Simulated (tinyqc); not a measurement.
p-type polysilicon, carrier trapping at grain boundaries: effect of the doping.

One-dimensional grains of size Lg, uniform ionised doping N, monovalent traps Qt at each boundary at a depth Et below (for electrons) or above (for holes) the band edge there, abrupt depletion of width W on each side of a boundary, Boltzmann statistics. xi is the distance from the band edge at the grain centre to the Fermi level. Trapped charge Qt/(1 + exp((xi + VB - Et)/Vt)) = 2 N W, barrier VB = q N W^2/(2 eps0 eps_r).

If the trap equation with xi = Vt ln(NB/N) has a root W < Lg/2, the grain is partly depleted; otherwise W = Lg/2 and the trap equation gives xi = Et - VB + Vt ln(Qt/(N Lg) - 1). N* = Qt/Lg. n0 = NB exp(-xi/Vt); mean density n0 (1 - 2 W/Lg) by charge balance in a partly depleted grain, and n0 (sqrt(pi)/2) erf(u)/u with u = sqrt(VB/Vt) in a fully depleted one; v = sqrt(kB T/(2 pi ms m0)); barrier resistivity Vt exp(VB/Vt)/(q fe n0 v Lg); grain resistivity (1 - 2 W/Lg)/(q n0 mug); effective mobility 1/(q mean density total resistivity). Rows with xi above 0.45 V, towards mid-gap, are left out, since the other carrier type is ignored.

Values chosen for this exercise; values of the order met in polycrystalline silicon:

| symbol | value | unit | meaning |
|---|---|---|---|
| T | 250 | K | temperature |
| eps_r | 11.7 |  | relative permittivity |
| NB | 2.02e19 | cm^-3 | valence-band density of states at T |
| Lg | 200 | nm | grain size |
| Qt | 7.4e11 | cm^-2 | trap density of a grain boundary |
| Et | 0.35 | eV | depth of the trap level from the majority band edge at the boundary |
| ms | 0.53 | m0 | mass for thermionic emission |
| fe | 0.5 |  | correction factor of the emission rate |
| mug | 130 | cm^2/(V s) | mobility inside the grains |

Constants: q = 1.602176634e-19 C, kB = 1.380649e-23 J/K, m0 = 9.1093837015e-31 kg, Vt = kB T/q, eps0 = 8.8541878128e-14 F/cm where lengths are in cm. Results are converted to the units shown.

Effect of the doping:
```
N (cm^-3),N/N*,depleted share 2 W/Lg,VB (V),xi (V),mean density (cm^-3),resistivity (ohm cm),effective mobility (cm^2/(V s))
1.8e15,0.04865,1.000,0.01392,0.4001,1.423e11,4.387e4,999.9
3.9e15,0.1054,1.000,0.03016,0.3659,5.759e11,1.904e4,569.2
8.2e15,0.2216,1.000,0.06341,0.3137,4.885e12,7879,162.2
1.7e16,0.4595,1.000,0.1315,0.2220,2.420e14,2639,9.773
3.6e16,0.9730,0.8146,0.1847,0.1364,6.673e15,587.2,1.593
7.6e16,2.054,0.4807,0.1358,0.1203,3.947e16,29.00,5.454
1.6e17,4.324,0.2312,0.06613,0.1042,1.230e17,0.7673,66.13
3.4e17,9.189,0.1088,0.03114,0.08799,3.030e17,0.1756,117.3
7e17,18.92,0.05286,0.01512,0.07244,6.630e17,0.07645,123.1
1.5e18,40.54,0.02467,0.007058,0.05602,1.463e18,0.03491,122.2
```

What does the table show?

As N goes from 1.8e15 to 1.5e18, VB goes from 0.0139 through a maximum of 0.185 (at N = 3.6e16 among the rows listed) to 0.00706 V, the resistivity falls from 43900 to 0.0349 ohm cm and the effective mobility moves up and down between 1.59 and 1000 cm^2/(V s). The steepest fall of the resistivity among the rows, as N^(-4.9), lies between N = 7.6e16 and 1.6e17 cm^-3; N* = 3.70e16 cm^-3. While the grain is fully depleted VB grows as N; once the traps are full it falls as 1/N. For N = 1.8e15, 7e17, 1.5e18 VB is below Vt, where abrupt depletion and thermionic emission are rough. For N = 3.6e16 the grain is near the changeover between partial and full depletion, within a few Debye lengths, where both limits are rough. For N = 1.8e15, 3.9e15, 8.2e15 the effective mobility exceeds mug, since drift through the depleted part of the grain is left out.

tinyqc, about 0.01 s, one thread, Intel Xeon 2.30GHz (shared host): `OMP_NUM_THREADS=1 python tinyqc.py 2830030 2830031 out.jsonl`
